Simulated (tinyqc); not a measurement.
# Worked calculation: donor binding, ionisation and the Mott limit

tinyqc, about 0.01 s, one thread, Intel Xeon 2.30GHz (shared host): `OMP_NUM_THREADS=1 python tinyqc.py 2330130 2330131 out.jsonl` Printed values are rounded.

Hydrogenic donor: Ry = (m0 q^3/(8 eps0^2 h^2)) me/eps_r^2 in eV, E0 = cc Ry, radius a = q/(8 pi eps0 eps_r E0), Mott density Nm = (0.26/a)^3. Below Nm the level sinks as Ed = E0 [1 - (N/Nm)^(1/3)]. Neutrality: Nc F12(eta) = N/(1 + 2 exp(eta + Ed/kB T)), F12(x) = (2/sqrt(pi)) int_0^infinity sqrt(u)/(1 + exp(u - x)) du.

Values chosen for this exercise; band and dielectric values close to those of gallium phosphide:

| symbol | value | unit | meaning |
|---|---|---|---|
| T | 300 | K | temperature |
| eps_r | 11.1 |  | relative permittivity |
| me | 0.299 | m0 | mass in the hydrogenic formula, set independently of Nc |
| Nc | 1.81e19 | cm^-3 | conduction-band density of states at 300 K |
| cc | 1 |  | ratio of the true binding energy to the hydrogenic one |
| N | 1e18 | cm^-3 | donor density |

Constants: q = 1.602176634e-19 C, kB = 1.380649e-23 J/K, eps0 = 8.8541878128e-12 F/m, h = 6.62607015e-34 J s, m0 = 9.1093837015e-31 kg, Vt = kB T/q. Results are converted to the units shown.

Range of the model: A sharp level with degeneracy 2 overstates freeze-out near Nm, where the impurity band broadens and merges with the conduction band.

## Binding energy, radius and Mott density

The mean spacing of the donors is N^(-1/3).

Ry = 33.0176 meV
E0 = 33.0176 meV
a = 1.96450 nm
Nm = 2.31826e18 cm^-3
spacing over a = 5.09034
Ed = 8.07022 meV

## Ionisation

Solve the neutrality equation for eta. Boltzmann form: with k = (Nc/2) exp(-Ed/kB T) the ionised share is [-k + sqrt(k^2 + 4 k N)]/(2 N).

eta = -3.00561
ionised share = 88.0828 %
n = 8.80828e17 cm^-3
ionised share, Boltzmann form = 88.2432 %

With the level held at E0 the share would be 76.5 %.
